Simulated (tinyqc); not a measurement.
Two-sublattice mean-field magnet: ferrimagnet, compensation points and susceptibility. Changing the T over T_c. Computed by tinyqc, a small Python program. Command: `OMP_NUM_THREADS=1 python tinyqc.py 3002031 3002032 out.jsonl ferri sweep`. One thread of a shared host (Intel(R) Xeon(R) Processor @ 2.30GHz), about 0.02 s of CPU time with the checks.

A random alloy A(1-x)B(x) with H = -sum over pairs J S_i.S_j. a = <S_A> and b = <S_B> are taken along z, a > 0. Exchange fields: h_A = (1 - x) zJ_AA a + x zJ_AB b, h_B = (1 - x) zJ_AB a + x zJ_BB b; a = S_A B_(S_A)(S_A h_A/(k_B T)) and likewise for b, with the Brillouin function B_S(y) = [(2S + 1)/(2S)] coth[(2S + 1) y/(2S)] - [1/(2S)] coth[y/(2S)].

Inputs (values chosen for the exercise, for a model ferrimagnet):

| quantity | value | unit |
|---|---|---|
| spin S_A | 1 | - |
| spin S_B | 1.5 | - |
| g factor g_A | 2 | - |
| g factor g_B | 2 | - |
| fraction x of B sites | 0.21 | - |
| z J_AA | 48.1 | meV |
| z J_BB | 6.6 | meV |
| z J_AB | -19 | meV |
| largest number of steps | 3000 | - |

Constants: k_B = 8.617333262e-05 eV/K.

Method:
- Linearised, T (a, b) = M (a, b) with M_ij = S_i (S_i + 1) c_j zJ_ij/(3 k_B), c_A = 1 - x, c_B = x. T_c is the larger eigenvalue, and its eigenvector gives b/a at onset, (T_c - M_AA)/M_AB.
- Repeat from a = S_A, b = -S_B until a and b change by less than 1e-10.
- Net moment m = (1 - x) g_A a + x g_B b in mu_B per site; net spin s = (1 - x) a + x b. At T = 0, a = S_A and b = -S_B. Effective g = m/s.

One run for each value:

| T over T_c | net moment m (mu_B) | net spin s | a | b |
|---|---|---|---|---|
| 0.10 | 0.951 | 0.4754 | 1.0000 | -1.498 |
| 0.21 | 0.972 | 0.4860 | 0.9995 | -1.446 |
| 0.31 | 1.007 | 0.5033 | 0.9939 | -1.342 |
| 0.42 | 1.036 | 0.5179 | 0.9732 | -1.195 |
| 0.52 | 1.039 | 0.5197 | 0.9360 | -1.047 |
| 0.62 | 1.011 | 0.5053 | 0.8769 | -0.893 |
| 0.73 | 0.930 | 0.4649 | 0.7790 | -0.717 |
| 0.83 | 0.792 | 0.3960 | 0.6460 | -0.545 |
| 0.94 | 0.505 | 0.2523 | 0.4015 | -0.309 |

Over the rows, net moment m (mu_B) goes from 0.951 through a maximum among these rows, 1.04 at 0.520, to 0.505; net spin s goes from 0.475 through a maximum among these rows, 0.520 at 0.520, to 0.252; a falls from 1.000 to 0.402 (exponent d ln y / d ln x -6.5e-4 between the first rows and -3.8 between the last).

Extremes, crossings and ranges named in words are read from the listed rows.
